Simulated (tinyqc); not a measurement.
Starting guesses with plain Roothaan steps: SCF starting guesses in the sto-6g basis, for H4+, spin multiplicity 2. Computed by the program tinyqc with PySCF. Command: `OMP_NUM_THREADS=1 python tinyqc.py 111626 111627 out.jsonl`; one thread of a shared host (Intel(R) Xeon(R) Processor @ 2.60GHz), about 1 s.

Geometry (angstrom):
```
atom,x,y,z
H,0.0000,0.0000,0.0000
H,0.0000,0.0000,1.5150
H,0.0000,0.0000,3.4140
H,0.0000,0.0000,4.9280
```

lowest solution found by these runs and by PySCF with stability checks = -1.548934 hartree

UHF with one setting changed at a time; a run stops when the energy changes by less than 1e-09 hartree and the error matrix is below 1e-5. Starts: the lowest orbitals of the core Hamiltonian, of the Wolfsberg-Helmholz matrix (K = 1.75), projected atomic densities, random orbitals, and the highest orbitals of the core Hamiltonian (a deliberately bad start).

Largest element of the error matrix X^T (FDS - SDF) X:
```
iteration,core,Wolfsberg-Helmholz,atomic densities,random,highest core orbitals
1,1.4e-01,8.8e-02,8.5e-03,1.8e-01,3.9e-02
2,2.4e-02,2.0e-02,4.0e-02,1.4e-01,3.6e-02
3,2.4e-02,2.5e-02,2.1e-02,3.9e-02,5.4e-02
4,2.3e-02,2.4e-02,2.4e-02,2.2e-02,1.8e-02
5,2.4e-02,2.3e-02,2.4e-02,2.1e-02,5.7e-03
6,2.4e-02,2.0e-02,2.2e-02,2.4e-02,3.8e-03
8,1.8e-02,1.2e-02,1.4e-02,2.4e-02,1.8e-03
10,1.1e-02,6.1e-03,7.2e-03,1.9e-02,7.7e-04
14,2.3e-03,1.2e-03,1.4e-03,5.1e-03,1.4e-04
20,1.8e-04,9.4e-05,1.1e-04,5.4e-04,1.4e-05
30,1.3e-05,1.2e-05,1.1e-05,1.7e-04,-
45,1.1e-05,1.0e-05,9.8e-06,1.4e-04,-
60,9.5e-06,-,-,1.2e-04,-
```

How each run ends:
```
run,iterations,E (hartree),state
core,60,-1.54893,lowest found
Wolfsberg-Helmholz,54,-1.54893,lowest found
atomic densities,49,-1.54893,lowest found
random,>60,-1.54893,"falls steadily but slowly, by a factor of about 0.99 a step"
highest core orbitals,22,-1.54893,lowest found
```

4 of 5 runs reach the lowest solution found, in 22 to 60 iterations (fastest: highest core orbitals). Not converged: random. The first errors are 1e-01, 9e-02, 9e-03, 2e-01, 4e-02.
